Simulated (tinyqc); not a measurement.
Capillary instabilities by surface diffusion: grooving and agglomeration of films, edge retraction, wire break-up and smoothing of roughness: one step, computed by the program tinyqc. Command: `OMP_NUM_THREADS=1 python tinyqc.py 3017331 3017332 out.jsonl dewet walk`. One thread of a shared host (Intel(R) Xeon(R) Processor @ 2.30GHz), about 0.01 s of CPU time with the checks.

Isotropic surface energy; shapes change by surface diffusion alone.

Problem. Will grooves cut through? Groove angle beta: sin(beta) = gamma_b/(2 gamma). For circular grains of radius R with spherical caps the groove ends (measured from the mean surface) at the depth R g(beta), g = (2 - 3 cos beta + cos^3 beta)/(3 sin^3 beta). The film parts if R [g(beta_s) + g(beta_i)] > h.

Inputs (values chosen for the exercise, of the order of those of a copper film): surface energy gamma_s = 1.66 J/m^2; grain-boundary energy gamma_b = 0.81 J/m^2; interface energy gamma_i = 1.2 J/m^2; film thickness h = 40 nm; grain radius R = 400 nm.

Grooves: at the surface and the interface.

Give: beta_s; beta_i; sum of g; critical R/h; final depth over h.

Solution.

beta_s = 14.12 degrees

beta_i = 19.72 degrees

sum of g = 0.1500

critical R/h = 6.665

final depth over h = 1.500

Given enough time, the grooves reach through: holes open at boundaries and, earlier, at triple junctions.
